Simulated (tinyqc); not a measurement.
Haynes-Shockley experiment: drift, diffusion and decay of a minority-carrier pulse. Changing the distance d to the collector. Computed by tinyqc, a small Python program. Command: `OMP_NUM_THREADS=1 python tinyqc.py 3113725 3113726 out.jsonl haynes sweep`. One thread of a shared host (Intel(R) Xeon(R) Processor @ 2.30GHz), about 0.02 s of CPU time with the checks.

A thin sheet of excess carriers is made at x = 0, t = 0 in a long uniform bar; injection is low, so the pulse moves with the minority mobility.

Inputs (values chosen for the exercise, modelled on holes in n-type silicon in a lightly doped bar):
```
quantity,value,unit
minority mobility mu,421,cm^2/(V s)
lifetime tau,46,microsecond
temperature T,330,K
field F,13,V/cm
injected sheet density N0,7.3e+09,1/cm^2
```

Constants: k_B = 8.617333262e-05 eV/K.

Method:
- D = mu k_B T/e, v = mu F.
- Transit time d/v, diffusion length sqrt(D tau), drift length v tau, Peclet number v d/D = e F d/(k_B T).
- dn(x, t) = N0/sqrt(4 pi D t) exp(-(x - v t)^2/(4 D t) - t/tau).
- At fixed x the signal peaks where d ln(dn)/dt = 0: a t^2 + t/2 - x^2/(4 D) = 0 with a = v^2/(4 D) + 1/tau.
- The full width at half maximum is found by solving dn(x, t) = peak/2 on both sides of the peak.
- With w the full width at half maximum: mu = d/(F t_p); D = (w d)^2/(16 ln2 t_p^3); Einstein ratio D/mu against k_B T/e.

One run for each value:
```
distance d to the collector (cm),width at half maximum (microsecond),peak density (1/cm^3),error of mu (%),Peclet number
0.10,8.65,9.523e+10,3.934,45.7
0.16,11.00,5.932e+10,3.099,73.1
0.24,13.51,3.531e+10,2.638,109.7
0.36,16.58,1.796e+10,2.332,164.6
0.54,20.33,7.213e+09,2.129,246.9
0.83,25.23,1.856e+09,1.987,379.4
1.30,31.59,2.329e+08,1.891,594.3
1.90,38.21,1.814e+07,1.838,868.6
```

Describe and explain the trends.

Over the rows, width at half maximum (microsecond) rises from 8.65 to 38.2 (exponent d ln y / d ln x about 0.50 throughout); peak density (1/cm^3) falls from 9.52e10 to 1.81e7 (exponent d ln y / d ln x -1.0 between the first rows and -6.7 between the last); error of mu (%) falls from 3.93 to 1.84 (exponent d ln y / d ln x -0.51 between the first rows and -0.075 between the last). The exponent of width at half maximum stays between 0.50 and 0.51, near 0.50: the spread grows as sqrt(t).

Extremes, crossings and ranges named in words are read from the listed rows.
